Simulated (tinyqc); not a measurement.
Inside a calculation: two-band k.p model of the X valleys of a zinc-blende crystal. Values are carried at full precision from step to step, so a last printed digit may differ when a step is redone from the rounded ones.

With x = D/D0: for x < 1 the minima lie at k_m = sqrt(ml D0 (1 - x^2)/(4 c)), the hump at X has the height dE = (D0/4)(1 - x)^2 and the mass at the minimum is ml/(1 - x^2); the mass at X is ml/(1 - 1/x), negative for x < 1. For x > 1 the minimum is at X.

Constants: hbar^2/2m0 = 3.80998211 eV angstrom^2; kB = 8.617333262e-05 eV/K.

Inputs chosen for the exercise (of the order of those of AlAs; shifted at random, so the results belong to these values and not to a real crystal):
- D = 0.352 eV (splitting of the two conduction levels at X)
- D0 = 0.122 eV (coupling energy)
- ml = 0.573 m0 (mass along the axis from remote bands)
- k = 0.171 1/angstrom (wave vector from X)
- kmax = 0.12 1/angstrom (end of the path)
- mt = 0.212 m0 (transverse mass)
- T = 20 K (temperature)

## Shape of the lower band

Give x, k_m, dE and both masses.

x = 2.8852
k_m = 0.00000 1/angstrom
dE = 0.000 meV
mass at the minimum = 0.877 m0
mass at X = 0.877 m0

The splitting wins, so the minimum stays at X, with a mass raised by a factor of 1.53 through the repulsion from the upper band.

## The matrix at one k

k along the valley axis, counted from X, c = hbar^2/2m0, e = c k^2/ml. H = [[e - D/2, i P k], [-i P k, e + D/2]] with P^2 = D0 c/ml, so E = e -/+ sqrt(D^2/4 + D0 e). For D = 0 (diamond lattice) the bands cross at X.

Give P, the matrix, its levels and the weight of the lower X state in the lower band.

P = 0.9007 eV angstrom

H (eV):
```
          1        2
1    0.0184  0.1540i
2  -0.1540i   0.3704
```

levels (eV): -0.0394  0.4283

weight = 0.8763

## Dispersion along the axis

Nine points; energies of the lower band from its minimum, against a parabola about the minimum with the mass there.

Results:
```
k (1/angstrom)  lower band (meV)  parabola (meV)  gap to the upper band (eV)
0.0000                      0.00            0.00                      0.3520
0.0150                      0.98            0.98                      0.3530
0.0300                      3.92            3.91                      0.3561
0.0450                      8.86            8.80                      0.3612
0.0600                     15.83           15.64                      0.3682
0.0750                     24.88           24.44                      0.3770
0.0900                     36.09           35.19                      0.3875
0.1050                     49.51           47.90                      0.3996
0.1200                     65.21           62.56                      0.4131
```

At kmax the band lies at 65.2 meV and the parabola at 62.6 meV: far from X the curvature returns to 1/ml, so the band is steeper than the parabola of the minimum.

## Thermal masses

Thermal masses along the axis for one X point, lower band, E from the minimum, on 1601 points from -0.8 to 0.8 1/angstrom: density-of-states mass m_d = c I^2/(pi kT), I = integral of exp(-E/kT) dk; conductivity mass m_c = 2 c kT/<(dE/dk)^2> with central differences.

Give m_d, m_c and Nc = 3 x 2 (kT/(4 pi c))^(3/2) mt sqrt(m_d) for three X points; 1 angstrom^-3 = 1e24 cm^-3.

m_d = 0.875 m0
m_c = 0.873 m0
Nc = 2.570e+17 cm^-3

The edge mass is 0.877, and at this temperature the thermal masses hardly differ from it.

## Checks

- Thermal masses without coupling against ml: both 0.5730.

tinyqc: `OMP_NUM_THREADS=1 python tinyqc.py 1850231 1850232 out.jsonl`; about 0.01 s, one thread, shared Intel(R) Xeon(R) Processor @ 2.30GHz.
